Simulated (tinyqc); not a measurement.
Donor near an oxide interface in a gate field (two-state model), step by step. Values are carried at full precision from step to step, so a last printed digit may differ when a step is redone from the rounded ones.

Interface at z = 0 (hard wall), donor at z = d, field F pulling electrons to the interface: potential e F z; 1 kV/cm = 1e-5 eV/angstrom, c = hbar^2/2m0, q = e^2/(4 pi eps0), Q = (eps - eo)/(eps + eo). Donor state: E_D = e F d - ED - q Q/(4 eps d), the last term joining the images of ion and electron. Interface state: z exp(-b z/2) exp(-rho^2/(2 L^2)) with E_z = c b^2/(4 mz) + 3 e F/b + q Q b/(8 eps), minimised over b; in the plane at z = 3/b the ion (distance D = d - 3/b) and its image (D' = d + 3/b) give E_rho = c/(mt L^2) - (q/eps)(sqrt(pi)/L)[erfcx(D/L) + Q erfcx(D'/L)], erfcx(x) = exp(x^2) erfc(x), minimised over L. E_I = E_z + E_rho.

Constants: hbar^2/2m0 = 3.80998211 eV angstrom^2; e^2/(4 pi eps0) = 14.39964547 eV angstrom.

Values chosen for the exercise (near those of a donor in Si below SiO2, static dielectric constants; not measured data):
```
symbol  value  unit      meaning
d       100    angstrom  depth of the donor
ED      45.9   meV       bulk binding energy
mz      0.898  m0        mass across the interface
mt      0.186  m0        mass in the plane
eps     11.4             dielectric constant of the semiconductor
eo      3.9              dielectric constant of the oxide
F       66.2   kV/cm     field in the semiconductor
aD      16.9   angstrom  donor radius
v       0.39             valley factor
```

## The interface state across the interface

Solve c b/(2 mz) - 3 e F/b^2 + q Q/(8 eps) = 0; give Q, b, the three terms of E_z and <z> = 3/b.

Q = 0.4902
b = 0.08705 1/angstrom

kinetic, field and image terms (meV): [8.04, 22.81, 6.74]

<z> = 34.5 angstrom

The image pushes the electron away from the oxide; without it <z> would be 30.7 angstrom.

## Binding in the plane

Give D, D', the best L, both terms and E_rho.

D, D' (angstrom): [65.5, 134.5]

L = 79.0 angstrom

kinetic and Coulomb terms (meV): [3.28, -17.62]

E_rho = -14.34 meV

The bottom of the well lies at -23.9 meV, so the level is 40 % of the way up; L/D = 1.21. Above the critical field the ionised donor would thus still hold its electron as a dot at the interface.

## Where the electron sits

The two states couple by t = t0 exp(-D/aD) with t0 = q/(eps aD) (2 aD/L) sqrt(aD b/2) v, v a valley factor; this form is an estimate. With detuning u = E_D - E_I the splitting is sqrt(u^2 + 4 t^2) and the lower state has weight (1 - u/sqrt(u^2 + 4 t^2))/2 on the donor.

Give E_D, E_I, t, the splitting and the donor weight.

E_D, E_I (meV): [18.75, 23.25]

t = 0.221 meV
splitting = 4.52 meV
donor weight = 0.998

The electron is on the donor; the contact hyperfine coupling scales with the donor weight. With this t, the tunnelling time pi hbar/(2t) at a crossing would be 4.67 ps (hbar = 6.58212e-16 eV s); here the detuning is 20.3 t.

## Critical field

Find F at which E_D = E_I; compare the rule e F d = ED. The crossing width is 4t/(e D), with t and D formed anew at that field.

critical field = 73.2 kV/cm
ED/(e d) = 45.9 kV/cm
width = 1.2 kV/cm

The confinement energy E_z = 39.9 meV raises the field needed and the attraction E_rho = -14.2 meV lowers it; the result is 1.59 times the simple rule.

## Checks

- E_z without images against 1.5 x 6^(2/3)/2 (c (e F)^2/mz)^(1/3), meV: both 30.45.
- E_rho from the radial equation in the full Coulomb well against the Gaussian trial function, meV: -14.4 against -14.3.

tinyqc: `OMP_NUM_THREADS=1 python tinyqc.py 1280552 1280553 out.jsonl`; about 0.04 s, one thread, shared Intel(R) Xeon(R) Processor @ 2.30GHz.
